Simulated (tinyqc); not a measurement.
# Worked calculation: graded p-n junction, non-linear Poisson equation by Newton steps

Numbers from tinyqc (`OMP_NUM_THREADS=1 python tinyqc.py 2000082 2000083 out.jsonl`; about 0.1 s on one thread of a shared Intel Xeon 2.30GHz). Printed values are rounded.

One dimension, p side on the left, n side on the right; net doping C = (Nd - Na)/2 + ((Nd + Na)/2) tanh(x/Lg). The potential psi is counted from the intrinsic level, and the quasi-Fermi potentials are flat: 0 for holes and -V for electrons, so n = ni exp((psi + V)/Vt) and p = ni exp(-psi/Vt) (Boltzmann statistics, full ionisation, no current). Under reverse bias this makes the minority densities vanishingly small everywhere; they play no part in the charge.

Inputs (values chosen for the exercise); band and dielectric values those of a made-up semiconductor:

| symbol | value | unit | meaning |
|---|---|---|---|
| T | 273 | K | temperature |
| Eg | 3.99 | eV | band gap |
| eps_r | 9.44 |  | relative permittivity |
| Nc | 1.67e19 | cm^-3 | conduction-band density of states at T |
| Nv | 1.82e19 | cm^-3 | valence-band density of states at T |
| Na | 7.8e17 | cm^-3 | acceptor density of the p side |
| Nd | 1.5e17 | cm^-3 | donor density of the n side |
| V | -4.2 | V | bias of the p side against the n side |
| Lg | 230 | nm | grading length |

Constants: q = 1.602176634e-19 C, kB = 1.380649e-23 J/K, Vt = kB T/q, eps0 = 8.8541878128e-14 F/cm where lengths are in cm. Results are converted to the units shown.

## Intrinsic density, end potentials and Debye lengths

ni = sqrt(Nc Nv) exp(-Eg/(2 Vt)), Eg in volts; psi_p = -Vt ln(Na/ni), psi_n = Vt ln(Nd/ni) - V; Debye length sqrt(eps0 eps_r Vt/(q N)).

ni = 2.58372e-18 cm^-3
psi_p = -1.92191 V
psi_n = 6.08312 V
Debye length, p side = 3.96667 nm
Debye length, n side = 9.04539 nm

## Net doping on the mesh

```
node,x (nm)
0,-1600
1,-1110
2,-708
3,-379
4,-110
5,110
6,397
7,772
8,1260
9,1900
```

C = (Nd - Na)/2 + ((Nd + Na)/2) tanh(x/Lg), taken at the nodes.

```
node,net doping C (cm^-3)
0,-7.79999e17
1,-7.79940e17
2,-7.78033e17
3,-7.46780e17
4,-5.21855e17
5,-1.08145e17
6,1.21445e17
7,1.48871e17
8,1.49984e17
9,1.50000e17
```

## Couplings between neighbouring nodes

a_i = eps0 eps_r/h_i for the interval from node i to i + 1, with h_i = x_(i+1) - x_i in cm.

```
interval,coupling a_i (F/cm^2)
0,1.70579e-8
1,2.07919e-8
2,2.54053e-8
3,3.10719e-8
4,3.79925e-8
5,2.91232e-8
6,2.22889e-8
7,1.71278e-8
8,1.30599e-8
```

## Starting potential

The parabolas of an abrupt Na-Nd junction in the depletion approximation: psi_p + q Na (x + xp)^2/(2 eps0 eps_r) for -xp < x < 0, psi_n - q Nd (xn - x)^2/(2 eps0 eps_r) for 0 < x < xn, flat outside, with W = sqrt(2 eps0 eps_r (psi_n - psi_p)(1/Na + 1/Nd)/q), xp = W Nd/(Na + Nd), xn = W Na/(Na + Nd), psi_p = -Vt ln(Na/ni), psi_n = Vt ln(Nd/ni) - V.

```
node,psi at the start (V)
0,-1.92191
1,-1.92191
2,-1.92191
3,-1.92191
4,-1.92191
5,4.46463
6,6.08312
7,6.08312
8,6.08312
9,6.08312
```

## Iteration 1: densities, residual and Jacobian diagonal

n_i = ni exp((psi_i + V)/Vt), p_i = ni exp(-psi_i/Vt), rho_i = p_i - n_i + C_i, g_i = (n_i + p_i)/Vt. Box widths w_i = (h_(i-1) + h_i)/2 in cm. Residual F_i = a_i (psi_(i+1) - psi_i) - a_(i-1) (psi_i - psi_(i-1)) + q rho_i w_i; Jacobian: a_(i-1) and a_i beside the diagonal, b_i = -a_(i-1) - a_i - q g_i w_i on it. The two end nodes are fixed.

```
node,n (cm^-3),p (cm^-3)
0,2.49659e-131,7.8e17
1,2.49659e-131,7.8e17
2,2.49659e-131,7.8e17
3,2.49659e-131,7.8e17
4,2.49659e-131,7.8e17
5,1.98392e-13,9.81563e-101
6,1.5e17,1.29823e-130
7,1.5e17,1.29823e-130
8,1.5e17,1.29823e-130
9,1.5e17,1.29823e-130
```

```
node,residual F (C/cm^2),diagonal b (F/cm^2)
1,4.27183e-10,-2.36959e-4
2,1.15191e-8,-1.94205e-4
3,1.59142e-7,-1.58889e-4
4,1.25388e-6,-1.29951e-4
5,-6.34737e-7,-6.71157e-8
6,-1.98568e-7,-3.38652e-5
7,-7.80206e-9,-4.41200e-5
8,-1.46591e-10,-5.76465e-5
```

## Iteration 1: Newton step

Solve the tridiagonal system a_(i-1) d_(i-1) + b_i d_i + a_i d_(i+1) = -F_i for nodes 1 to 8, with d = 0 on fixed nodes. The full step is added.

```
node,"Newton step d (V)"
1,0.00000
2,0.00006
3,0.00100
4,0.00688
5,-9.45954
6,-0.01400
7,-0.00018
8,0.00000
```

```
node,psi after iteration 1 (V)
0,-1.92191
1,-1.92191
2,-1.92185
3,-1.92091
4,-1.91503
5,-4.99491
6,6.06913
7,6.08294
8,6.08312
9,6.08312
```

## Course of the Newton iteration

Stop when the largest undamped |d| is below 1e-9 V, or after 80 iterations.

Course of the iteration:
```
iteration,largest |F| (C/cm^2),largest |d| (V),at node
1,1.25e-6,9.46,5
2,1.70e51,0.0235,5
3,6.26e50,0.0235,5
4,2.30e50,0.0235,5
5,8.47e49,0.0235,5
6,3.11e49,0.0235,5
7,1.15e49,0.0235,5
8,4.22e48,0.0235,5
9,1.55e48,0.0235,5
...,...,...,...
72,6.76e20,0.0235,5
73,2.49e20,0.0235,5
74,9.15e19,0.0235,5
75,3.37e19,0.0235,5
76,1.24e19,0.0235,5
77,4.55e18,0.0235,5
78,1.68e18,0.0235,5
79,6.16e17,0.0235,5
80,2.27e17,0.0235,5
```

Not converged within 80 iterations. The largest step sits at about Vt = 23.5 mV an iteration. An early full step of 9.46 V left a carrier density far too high, and where one exponential dominates the residual a Newton step lowers its exponent by only one. A rerun with halved steps (halved only while the largest |d| exceeds 1.5 Vt) from the same start converges in 40 iterations.
